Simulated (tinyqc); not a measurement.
Changing the grain radius R: competing polymorphs of an oxide film: bulk, surface, grain-boundary, dopant and field terms. Computed by tinyqc, a small Python program. Command: `OMP_NUM_THREADS=1 python tinyqc.py 3006130 3006131 out.jsonl polymorph sweep`. One thread of a shared host (Intel(R) Xeon(R) Processor @ 2.30GHz), about 0.01 s of CPU time with the checks.

Phases: monoclinic m (reference), polar orthorhombic o, tetragonal t. Free energies per formula unit (f.u.); 1 J/m^2 x angstrom^3/nm = 6.241509 meV.

Inputs (values chosen for the exercise, for a model oxide): energy of the polar phase o over m = 71.8 meV/f.u.; energy of the tetragonal phase t over m = 152 meV/f.u.; entropy of o over m = 0.011 meV/(f.u. K); entropy of t over m = 0.071 meV/(f.u. K); surface energy of m = 3.13 J/m^2; surface energy of o = 2.67 J/m^2; surface energy of t = 2.42 J/m^2; grain-boundary energy over surface energy = 0.79; volume per formula unit Omega = 32.9 angstrom^3; film thickness h = 25 nm; temperature T = 700 K; dopant content x = 1.3 %; shift of o per % of dopant = -2.7 meV/f.u.; shift of t per % of dopant = -19 meV/f.u.; width sigma of ln R = 0.44; interlayer thickness (SiO2) = 0.42 nm.

Geometry: columnar grains in a film.

permittivities of m, o, t: [20, 25, 41]

Method:
- Bulk term b = H - T S + (shift) x, zero for m. The undoped bulk turns from m to t at T = H_t/S_t.
- Area per volume: A = 2/h + f_b/R (two free faces; the side wall 2/R is shared by two grains and carries f_b gamma); G = b + gamma Omega A.
- With G = b + gamma Omega A (b the bulk free energy per formula unit, A the area per volume), two phases i, j cross at A_ij = (b_j - b_i)/(Omega (gamma_i - gamma_j)); o has a window only if A_mo < A_ot.
- Grain radii are log-normal by volume with median R and width sigma; the share with A above A* is that with radius below R*, R* = f_b/(A* - 2/h) (all grains if A* <= 2/h), share = (1/2) erfc[-ln(R*/R)/(sqrt 2 sigma)]. Effective permittivity of a layer of thickness h built of such grains, taken in parallel: sum of share x eps; EOT = interlayer + 3.9 h/eps.

One run for each value:
```
grain radius R (nm)  G(o) - G(m) (meV/f.u.)  G(t) - G(o) (meV/f.u.)  share of o  effective permittivity
2.5                                  23.184                  -3.319           0                  24.360
3.7                                  32.865                   1.942           0                  20.925
5.5                                  39.466                   5.529           0                  20.096
8.2                                  43.933                   7.957           0                  20.005
12.0                                 46.815                   9.523           0                  20.000
18.0                                 48.888                  10.650           0                  20.000
27.0                                 50.269                  11.401           0                  20.000
40.0                                 51.168                  11.889           0                  20.000
60.0                                 51.790                  12.227           0                  20.000
```

Over the rows, G(o) - G(m) (meV/f.u.) rises from 23.2 to 51.8; G(t) - G(o) (meV/f.u.) rises from -3.32 to 12.2; share of o does not change.

Caution (all rows): this is an equilibrium ranking; real films often keep the phase that nucleates first on cooling from t.

Extremes, crossings and ranges named in words are read from the listed rows.
